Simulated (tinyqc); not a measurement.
Expansion against temperature: quasi-harmonic thermal expansion with mode Grueneisen parameters. Computed by tinyqc, a small Python program. Command: `OMP_NUM_THREADS=1 python tinyqc.py 3000537 3000538 out.jsonl qha walk`. One thread of a shared host (Intel(R) Xeon(R) Processor @ 2.30GHz), about 0.04 s of CPU time with the checks.

A crystal with two atoms a cell; per atom there are 1 transverse acoustic (TA), 1/2 longitudinal acoustic (LA) and 3/2 optical (O) modes. Every frequency of group i scales as nu_i (V/V0)^(-gamma_i). The acoustic groups have Debye spectra, density 3 nu^2/nu_i^3 up to nu_i (40 Gauss-Legendre points); the optical group has one frequency. Static energy: E = (9 V0 B0/16) [y^3 B' + y^2 (2 - 4 y)], y = (V0/V)^(2/3) - 1, with pressure P_s = (3 B0/2) (z^7 - z^5) [1 + (3/4)(B' - 4)(z^2 - 1)], z = (V0/V)^(1/3).

Inputs (values chosen for the exercise, for a model crystal):

| quantity | value | unit |
|---|---|---|
| static volume V0 | 16.8 | angstrom^3/atom |
| static bulk modulus B0 | 68.2 | GPa |
| static B' | 4.93 | - |
| frequency nu_TA | 6.23 | THz |
| frequency nu_LA | 10.9 | THz |
| frequency nu_O | 18.7 | THz |
| Grueneisen parameter gamma_TA | 0.75 | - |
| Grueneisen parameter gamma_LA | 1.4 | - |
| Grueneisen parameter gamma_O | 1.3 | - |

Acoustic groups: Debye.

Constants: h x 1 THz = 4.135667696 meV; k_B = 8.617333262e-05 eV/K; 1 eV/angstrom^3 = 160.2176634 GPa.

Method:
- For a mode with x = h nu/(k_B T), n = 1/(exp(x) - 1): U = h nu (n + 1/2), C/k_B = x^2 n (n + 1); U_i and C_i sum these over group i with its weight per atom.
- Phonon pressure P_ph = sum_i gamma_i U_i/V.
- B_T = -V d(P_s + P_ph)/dV at fixed T (central difference, step 1e-4 V); alpha_V = sum gamma_i C_i k_B/(B_T V), all at V(T); the linear coefficient is alpha_L = alpha_V/3.
- V(T) solves P_s + P_ph = 0. The Grueneisen estimate uses C_i, V0 and B0 at the static volume; gamma_th = sum gamma_i C_i / sum C_i is taken at V(T).

Quasi-harmonic results:

| T (K) | V/V0 - 1 (%) | B_T (GPa) | alpha_L (ppm/K) | alpha_L, Grueneisen estimate | gamma_th |
|---|---|---|---|---|---|
| 20 | 1.3336 | 65.840 | 0.087 | 0.082 | 0.8069 |
| 40 | 1.3354 | 65.833 | 0.621 | 0.590 | 0.8142 |
| 70 | 1.3470 | 65.789 | 1.944 | 1.860 | 0.8508 |
| 100 | 1.3705 | 65.708 | 3.174 | 3.043 | 0.8940 |
| 150 | 1.4332 | 65.493 | 5.065 | 4.838 | 0.9649 |
| 220 | 1.5684 | 65.040 | 7.556 | 7.187 | 1.0358 |
| 300 | 1.7808 | 64.374 | 9.715 | 9.196 | 1.0771 |
| 450 | 2.2869 | 62.935 | 12.050 | 11.259 | 1.1077 |
| 700 | 3.2935 | 60.359 | 13.831 | 12.562 | 1.1229 |
| 1000 | 4.6458 | 57.199 | 14.994 | 13.100 | 1.1284 |

What does the comparison show, and why?

alpha_L is positive throughout. gamma_th moves from 0.81, near gamma_TA = 0.75, to 1.13, near the average over all modes, 1.13, as the stiffer groups take up their share of C. B_T changes by -13.1 % over the table, and at the highest T the estimate at fixed V0 and B0 is off by -12.6 %. Rows with a volume change above 4 % are beyond the safe range of the quasi-harmonic model.

Extremes, crossings and ranges named in words are read from the listed rows.
